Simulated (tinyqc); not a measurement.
The solidus: solid solubility of a dopant against its melt (retrograde solidus), clustering and the electrically active fraction. Computed by tinyqc, a small Python program. Command: `OMP_NUM_THREADS=1 python tinyqc.py 3004381 3004382 out.jsonl retro walk`. One thread of a shared host (Intel(R) Xeon(R) Processor @ 2.30GHz), about 0.01 s of CPU time with the checks.

Inputs (values chosen for the exercise, of the order of those of tin in silicon for the solubility):
```
quantity                                   value    unit
melting point of the host T_m               1687       K
heat of melting of the host H_f             50.2  kJ/mol
interaction L of the melt                    7.1  kJ/mol
enthalpy of transfer from melt to solid H  0.403      eV
entropy of transfer S                      -2.09     k_B
site density N0                            5e+22  1/cm^3
```

Constants: R = 8.314462618 J/(mol K); k_B = 8.617333262e-05 eV/K; e = 1.602176634e-19 C; N_A = 6.02214076e+23 1/mol.

Method. x_l and x_s are atom fractions of the dopant in melt and solid; the solid is dilute. Liquidus of the host: R T ln(1 - x_l) + L x_l^2 = -H_f (1 - T/T_m). Distribution: k = x_s/x_l = exp[L (1 - x_l)^2/(R T)] exp(S/k_B - H/(k_B T)), the first factor being the activity coefficient in the melt. Solubility = x_s N0; at T_m x_l = 0. The largest x_s N0 between 900 K and T_m. For an ideal melt with constant heats the maximum has x_l = H_f/(H + H_f), H in the same units.

largest solubility = 1.48903e+20 1/cm^3

temperature of the maximum = 1420.91 K

Against temperature:
```
T (K)      x_l         k  solubility (1/cm^3)  over the maximum
1000   0.96113  0.001153           5.5412e+19           0.37214
1100   0.92363  0.001770           8.1727e+19           0.54886
1200   0.86212  0.002545           1.0970e+20           0.73673
1300   0.76551  0.003513           1.3446e+20           0.90302
1400   0.62030  0.004784           1.4837e+20           0.99643
1500   0.42150  0.006623           1.3958e+20           0.93737
1580   0.23911  0.008765           1.0479e+20           0.70376
1640   0.10240  0.010866           5.5634e+19           0.37363
1675   0.02564  0.012302           1.5771e+19           0.10592
```

What follows from these numbers?

Between the first rows the Arrhenius energy of the solubility is 0.37 eV, against H = 0.403 eV; it shrinks to zero at 1421 K and turns negative beyond. A crystal saturated at the maximum precipitates dopant-rich liquid on cooling and on heating alike. Below a eutectic or compound temperature another phase would set the limit.

Extremes, crossings and ranges named in words are read from the listed rows.
